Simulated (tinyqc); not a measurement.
Read current of a NAND string, cells in series solved by shooting: one step of the calculation.

Cells in series, numbered from 0 at the source line (0 V) to the bit line, each followed by a gap resistance Rg. A cell with gate Vg, threshold VT, source Vs and drain Vd passes I = 2 nf K Vt^2 [F(Vs) - F(Vd)]/(1 + th max(Vg - VT, 0)), F(V) = ln^2(1 + exp((Vg - VT - nf V)/(2 nf Vt))). The selected cell has Vg = Vr, the others Vg = Vp.

Question. Node voltages for a trial current. For a trial current I start at 0 V and, cell by cell (the selected one is cell 0), solve for the drain: sqrt(F(Vd)) = sqrt(F(Vs) - I/k), k = 2 nf K Vt^2/(1 + th max(Vg - VT, 0)), Vd = [Vg - VT - 2 nf Vt ln(exp(sqrt F) - 1)]/nf, then add I Rg.

Inputs (values chosen for the exercise); values of the order met in vertical NAND strings:
```
symbol  value    unit                                 meaning
T         358       K                             temperature
K         3.1  uA/V^2                   gain factor of a cell
nf        2.2                                    slope factor
th       0.05     1/V               mobility reduction factor
Rg         14    kohm     resistance of the gap between cells
Vbl       0.3       V                        bit-line voltage
Vp        6.9       V                            pass voltage
Vr       2.31       V  read voltage on the selected word line
```

Constants: q = 1.602176634e-19 C, kB = 1.380649e-23 J/K, Vt = kB T/q. Results are converted to the units shown.

second trial current = 0.31 uA
thresholds from the source end, cell 0 to 4 (V): 1.5  -1.5  -1.5  3  -1.5

Give: node voltage after each cell and gap, trial 2.

Answer.

node voltage after each cell and gap, trial 2, cell 0 to 4 (V): 0.17219  0.19427  0.21647  0.25611  0.27862

Numbers from tinyqc (`OMP_NUM_THREADS=1 python tinyqc.py 2142237 2142238 out.jsonl`; about 0.4 s on one thread of a shared Intel Xeon 2.30GHz).
